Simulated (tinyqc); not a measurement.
Chemical vapour deposition: Grove model, boundary layer, depletion and step coverage: one step, computed by the program tinyqc. Command: `OMP_NUM_THREADS=1 python tinyqc.py 3011729 3011730 out.jsonl cvd walk`. One thread of a shared host (Intel(R) Xeon(R) Processor @ 2.30GHz), about 0.01 s of CPU time with the checks.

A precursor diffuses to the surface and reacts there at first order; each molecule that reacts adds one formula unit of film.

Question. Depletion along the susceptor. Plug flow: U b dC/dx = -k_eff C with k_eff = k_s h_g/(k_s + h_g), so C falls as exp(-k_eff x/(U b)); the used share of the precursor is 1 - C(L)/C(0).

Inputs (values chosen for the exercise, close to those used for silicon nitride (counted as SiN4/3)):

| quantity | value | unit |
|---|---|---|
| temperature T | 790 | C |
| gas velocity U | 78 | cm/s |
| susceptor length L | 47 | cm |
| channel height b | 4.2 | cm |

Reactor: horizontal, atmospheric.

surface rate constant k_s = 0.1838777 cm/s

mass-transfer coefficient h_g = 1.938257 cm/s

growth rate G at the inlet = 111.2952 nm/min

Give: k_eff; depletion length; rate at the outlet over rate at the inlet; rate at the outlet.

Answer.

k_eff = 0.16795 cm/s

depletion length = 1950.6 cm

rate at the outlet over rate at the inlet = 0.97619

rate at the outlet = 108.65 nm/min

2.4 % of the precursor is used.
